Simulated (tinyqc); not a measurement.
X-ray photoelectron analysis of a thin oxide on a semiconductor: attenuation lengths, thickness, angle series and band offsets: one step, computed by the program tinyqc. Command: `OMP_NUM_THREADS=1 python tinyqc.py 3110357 3110358 out.jsonl xps walk`. One thread of a shared host (Intel(R) Xeon(R) Processor @ 2.30GHz), about 0.01 s of CPU time with the checks.

The same element is seen in the oxide and in the substrate, at nearly the same kinetic energy; films are flat and uniform, and the work function is ignored.

Task: Peak ratio. R_0 = (rho_o/M_o) L_o/((rho_s/M_s) L_s); peak ratio R = I_ox/I_sub = R_0 [exp(d/(L_o cos theta)) - 1]; hence d = L_o cos theta ln(1 + R/R_0). A carbon layer weakens both peaks alike, by exp(-d_C/(L_o cos theta)) if its L is taken equal to L_o. This R_0 leaves out intrinsic losses from the substrate peak, so calibrated values can be larger.

Inputs (values chosen for the exercise, modelled on SiO2 on 4H-SiC):
```
quantity                        value     unit
oxide density                    2.24   g/cm^3
oxide formula mass              60.08    g/mol
substrate density                3.21   g/cm^3
substrate formula mass           40.1    g/mol
oxide thickness d                0.68       nm
emission angle from the normal     15  degrees
carbon overlayer                 0.14       nm
```

L in the oxide = 3.452513 nm

L in the substrate = 2.597939 nm

Give: R_0; d/(L_o cos theta); ratio R; oxide share of the counts; attenuation by carbon; depth 3 L_o cos theta.

Result:

R_0 = 0.6190

d/(L_o cos theta) = 0.2039

ratio R = 0.1400

oxide share of the counts = 0.1228

attenuation by carbon = 0.9589

depth 3 L_o cos theta = 10.00 nm
